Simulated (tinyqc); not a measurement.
## Line constants from open and short measurements

Problem. A uniform line of length len, under a quarter wavelength, has Z_open = Zc coth(gamma len) and Z_short = Zc tanh(gamma len); gamma Zc = r + i w l and gamma/Zc = g + i w c, w = 2 pi f. Find r, l and c.

Values chosen for this exercise: length len = 4.7 mm; frequency f = 0.88 GHz.

Zin with the far end open = 25.57228-250.86990i ohm
Zin with the far end shorted = 62.021929+2.984099i ohm

Solution. The product of the two impedances is Zc^2 and their ratio tanh^2(gamma len); the principal branch holds below a quarter wavelength.

r = 13.0 ohm/mm
l = 0.308 nH/mm
c = 152 pF/m

Numbers from tinyqc (`OMP_NUM_THREADS=1 python tinyqc.py 2810118 2810119 out.jsonl`; about 0.01 s on one thread of a shared Intel Xeon 2.30GHz).
